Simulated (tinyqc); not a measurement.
Electron mobility in a silicon inversion layer, empirical terms and Matthiessen rule: effect of the temperature.

Inversion layer of sheet density Ns on a uniformly doped body. The mobility terms are empirical power laws with prefactors chosen for the exercise; adding their inverses (Matthiessen) is itself an approximation.

Nc and Nv are given at 325 K and scale as (T/325 K)^1.5; Eg is fixed. ni = sqrt(Nc Nv) exp(-Eg/(2 Vt)), Eg in volts; Ndep = sqrt(2 eps0 eps_r Nb (2 Vt ln(Nb/ni) + Vsb)/q); E = q (Ndep + eta Ns)/(eps0 eps_r), in MV/cm. With t = T/(300 K): muC = Ac (Ns/1e12 cm^-2) t/(Nb/1e17 cm^-3 + Nit/1e11 cm^-2), muP = Ap E^(-1/3) t^(-1.75), muS = As E^(-gs); 1/mu is the sum of the inverses.

Parameters, values chosen for the exercise; material values close to those of silicon: band gap Eg = 1.12 eV; relative permittivity of the semiconductor eps_r = 11.6; conduction-band density of states at the reference temperature Nc = 3.22e19 cm^-3; valence-band density of states at the reference temperature Nv = 3.01e19 cm^-3; body doping Nb = 1.6e17 cm^-3; reverse body bias Vsb = 1 V; weight of the inversion charge in the effective field eta = 0.5; phonon-limited mobility at 1 MV/cm and 300 K Ap = 442 cm^2/(V s); roughness-limited mobility at 1 MV/cm As = 1050 cm^2/(V s); exponent of the roughness term gs = 2; Coulomb prefactor Ac = 3800 cm^2/(V s); charge at the interface Nit = 3e11 cm^-2; inversion density Ns = 1.1e12 cm^-2.

Constants: q = 1.602176634e-19 C, kB = 1.380649e-23 J/K, Vt = kB T/q, eps0 = 8.8541878128e-14 F/cm where lengths are in cm. Results are converted to the units shown.

Result of one run:
```
T (K)  E (MV/cm)  muC (cm^2/(V s))  muP (cm^2/(V s))  muS (cm^2/(V s))  mu (cm^2/(V s))
160       0.4021             484.6              1799              6495            360.6
```

What becomes of these results when the temperature T is changed from 160 to 200 K, all else the same?

Result of the changed run:
```
T (K)  E (MV/cm)  muC (cm^2/(V s))  muP (cm^2/(V s))  muS (cm^2/(V s))  mu (cm^2/(V s))
200       0.3989             605.8              1221              6600            381.5
```

The whole series:
```
T (K)  E (MV/cm)  muC (cm^2/(V s))  muP (cm^2/(V s))  muS (cm^2/(V s))  mu (cm^2/(V s))
120       0.4051             363.5              2969              6400            308.2
160       0.4021             484.6              1799              6495            360.6
200       0.3989             605.8              1221              6600            381.5
250       0.3946             757.2             829.1              6745            373.8
300       0.3900             908.7             605.0              6904            345.0
350       0.3852              1060             463.9              7078            308.6
400       0.3801              1212             368.8              7268            272.2
450       0.3748              1363             301.5              7474            239.0
```

As T goes from 120 to 450 K, E falls from 0.405 to 0.375 MV/cm and mu goes from 308 through a maximum of 381 (at T = 200 K among the rows listed) to 239 cm^2/(V s). The smallest term is the Coulomb one in the first row and the phonon one in the last. Coulomb scattering weakens and phonon scattering grows with T, hence the maximum. For T = 120 to 160 K dopant freeze-out and degenerate screening, left out here, matter.

Numbers from tinyqc (`OMP_NUM_THREADS=1 python tinyqc.py 2510013 2510014 out.jsonl`; about 0.01 s on one thread of a shared Intel Xeon 2.30GHz).
